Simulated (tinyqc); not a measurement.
Coherent transport through a tight-binding region between two chains, step by step. Computed by tinyqc, a small Python program that keeps every step. Settings: temperature = 4, mu = -0.13. Command: `OMP_NUM_THREADS=1 python tinyqc.py 21904 21905 out.jsonl` (the two numbers bound the seeds that draw the settings). One thread of a shared host (Intel(R) Xeon(R) Processor @ 2.60GHz), about 0.1 s of CPU time with the checks.

## Transmission at E = 0.04 eV

H of the central region (eV), lower triangle:
```
         1        2        3        4        5
1  -0.7200
2  -0.8900  -0.1300
3   0.0000  -0.7900   0.5300
4   0.0000   0.0000  -0.8900  -0.9300
5   0.0000   0.0000   0.0000  -0.8900  -0.3100
```

Leads: semi-infinite chains with site energy 0:
```
parameter                           value
lead hopping t (eV)              1.580000
coupling to the left lead (eV)   1.270000
coupling to the right lead (eV)  0.560000
left contact site                       1
right contact site                      5
```

E = 0.0400 eV

Surface Green function g = (E - i sqrt(4 t^2 - E^2)) / (2 t^2); self-energy tc^2 g on each contact site; G = (E - H - Sigma)^(-1); Gamma = -2 Im Sigma; T = Gamma_L Gamma_R |G_LR|^2; local density of states -Im G_ii / pi.

g = 0.0080-0.6329i 1/eV

G (1/eV), lower triangle:
```
                 1                2                3                4
1   0.1849-0.5545i
2   0.3324+0.2535i   0.0117-0.5940i
3  -0.2798+0.5702i   0.8888-0.1577i   0.1239-0.6084i
4  -0.4491+0.0889i   0.4790+0.4404i   0.4029-0.1950i  -0.2033-0.4983i
5   0.7693-0.6671i  -1.4108-0.3223i  -0.5630+0.8209i   0.9423+0.7380i

                 5
5  -0.4640-1.6253i
```

local density of states (1/eV): 0.1765  0.1891  0.1937  0.1586  0.5173

transmission = 0.8401

## Transmission across the band

The same steps on a grid of energies.

T(E):
```
E (eV)            T
-3.002000  1.65e-05
-2.701800  2.00e-04
-2.401600    0.0019
-2.101400    0.0301
-1.801200    0.5390
-1.501000    0.0853
-1.200800    0.0671
-0.900600    0.0962
-0.600400    0.2282
-0.300200    0.6290
0.000000     0.8182
0.300200     0.9571
0.600400     0.2247
0.900600     0.0644
1.200800     0.0573
1.501000     0.1851
1.801200     0.0023
2.101400   2.20e-04
2.401600   3.42e-05
2.701800   5.98e-06
3.002000   7.18e-07
```

levels of the isolated region (eV): -1.8735  -1.4060  -0.1368  0.4040  1.4523

## Current

I = (2e/h) int T(E) [f(E - mu - V/2) - f(E - mu + V/2)] dE at 4 K with mu = -0.13 eV, the bias not changing H; 2e^2/h = 77.48092 microsiemens; the integral runs over the band on 4001 points.

Current:
```
V (volt)  I (microampere)
0.0100             0.5962
0.0500             2.9955
0.1000             5.9813
0.2000            11.8991
0.4000            23.3985
0.8000            44.7250
```
